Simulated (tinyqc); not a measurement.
# Diffused layer (Gaussian), carriers, mobility and sheet resistance, step by step

Numbers from tinyqc (`OMP_NUM_THREADS=1 python tinyqc.py 2110148 2110149 out.jsonl`; about 0.01 s on one thread of a shared Intel Xeon 2.30GHz). Printed values are rounded.

A p-type layer from the surface x = 0 to the junction xj, N(x) = N0 exp(-(x/Ld)^2). Local neutrality (no depletion at surface or junction, no spilling of carriers), intrinsic carriers neglected, full ionisation of active dopants.

Inputs (values chosen for the exercise); values close to those of boron in silicon over an n-type background:
- T = 400 K (temperature)
- Nb = 5.1e15 cm^-3 (background doping of the opposite type)
- N0 = 1e18 cm^-3 (peak chemical concentration)
- m1 = 44.5 cm^2/(V s) (mobility limit at high doping)
- m2 = 479 cm^2/(V s) (mobility limit at low doping, at 300 K)
- Nr = 2.26e17 cm^-3 (reference doping of the mobility law)
- am = 0.721 (exponent of the mobility law)
- bt = 2.5 (temperature exponent of m2)
- Ns = 1.99e20 cm^-3 (solubility limit of active dopant)
- Ld = 110 nm (diffusion length 2 sqrt(D t))

Constants: q = 1.602176634e-19 C. Results are converted to the units shown.

## Junction depth and local values

xj = Ld sqrt(ln(N0/Nb)); 11 equal steps from 0 to xj. Active dopant A = min(N, Ns); p = A - Nb; mobility mu = m1 + (m2 (T/300 K)^(-bt) - m1)/(1 + ((A + Nb)/Nr)^am).

xj = 252.7252 nm

```
point    x (nm)    N (cm^-3)    A (cm^-3)  p (1e17 cm^-3)  mu (cm^2/(V s))
0        0.0000         1e18         1e18        9.949000         92.51675
1       22.9750  9.573138e17  9.573138e17        9.522138         93.64575
2       45.9500  8.398799e17  8.398799e17        8.347799         97.13268
3       68.9251  6.752875e17  6.752875e17        6.701875         103.2621
4       91.9001  4.975867e17  4.975867e17        4.924867         112.4376
5      114.8751  3.360141e17  3.360141e17        3.309141         125.0089
6      137.8501  2.079480e17  2.079480e17        2.028480         140.9284
7      160.8251  1.179399e17  1.179399e17        1.128399         159.2909
8      183.8001  6.130207e16  6.130207e16        0.562021         178.0968
9      206.7752  2.920103e16  2.920103e16        0.241010         194.7509
10     229.7502  1.274764e16  1.274764e16        0.076476         207.2433
11     252.7252       5.1e15       5.1e15        0.000000         215.0677
```

The mobility runs from 92.5 to 215 cm^2/(V s).

## Sheet quantities by the trapezoid rule

Dose = integral of N, carrier sheet density = integral of p, 1/Rs = q integral of p mu, mean mobility 1/(q Rs sheet density), Hall mobility (unit Hall factor) = integral of p mu^2 over integral of p mu, Hall sheet density = (integral of p mu)^2/integral of p mu^2; all from 0 to xj.

dose = 9.7363e12 cm^-2
carrier sheet density = 9.6074e12 cm^-2
Rs = 6103.8 ohm/square
mean mobility = 106.43 cm^2/(V s)
Hall mobility = 109.97 cm^2/(V s)
Hall sheet density = 9.2985e12 cm^-2

Carriers make up 98.7 % of the dose. A Hall measurement weights the mobile tail, so its sheet density is 3.2 % below the true one. With 4000 steps Rs = 6103 ohm/square; the coarse value is 0.020 % above it.
